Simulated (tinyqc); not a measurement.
Extended Hueckel theory, for H6, step by step. One step of it, computed by the program tinyqc.

Question. Mulliken analysis. P = C n C^T; charge = valence electrons (H 1) minus the sum of (P S)_ii on the atom; overlap population = 2 sum P_ij S_ij between two atoms.

coefficients:
```
            MO1        MO2        MO3        MO4        MO5        MO6
1H 1s  0.185765   0.365412   0.498052  -0.624359  -0.642919  -0.420800
2H 1s  0.288772   0.395643   0.191978   0.366738   0.863175   0.808002
3H 1s  0.352818   0.157017  -0.419988   0.529244  -0.368701  -1.057582
4H 1s  0.353037  -0.156794  -0.419563  -0.529063  -0.366973   1.059040
5H 1s  0.289257  -0.395053   0.192159  -0.366838   0.861678  -0.810517
6H 1s  0.186096  -0.364886   0.498445   0.624642  -0.641797   0.422056
```

occupations: 2.000000  2.000000  2.000000  0.000000  0.000000  0.000000

overlap S:
```
          1H 1s     2H 1s     3H 1s     4H 1s     5H 1s     6H 1s
1H 1s  1.000000  0.512166  0.114906  0.021673  0.002929  0.000372
2H 1s  0.512166  1.000000  0.466377  0.114906  0.018834  0.002929
3H 1s  0.114906  0.466377  1.000000  0.512166  0.115100  0.021714
4H 1s  0.021673  0.114906  0.512166  1.000000  0.466972  0.115100
5H 1s  0.002929  0.018834  0.115100  0.466972  1.000000  0.512166
6H 1s  0.000372  0.002929  0.021714  0.115100  0.512166  1.000000
```

Give: charges; Overlap populations.

Answer.

charges: 1H -0.105, 2H 0.078, 3H 0.026, 4H 0.027, 5H 0.079, 6H -0.105

Overlap populations:

| pair | value |
|---|---|
| 2-1 | 0.601961 |
| 3-1 | -0.039647 |
| 3-2 | 0.155542 |
| 4-1 | -0.017397 |
| 4-2 | -0.018676 |
| 4-3 | 0.565738 |
| 5-1 | 0.000060 |
| 5-2 | -0.002703 |
| 5-3 | -0.018729 |
| 5-4 | 0.155852 |
| 6-1 | 0.000222 |
| 6-2 | 0.000059 |
| 6-3 | -0.017456 |
| 6-4 | -0.039695 |
| 6-5 | 0.601814 |
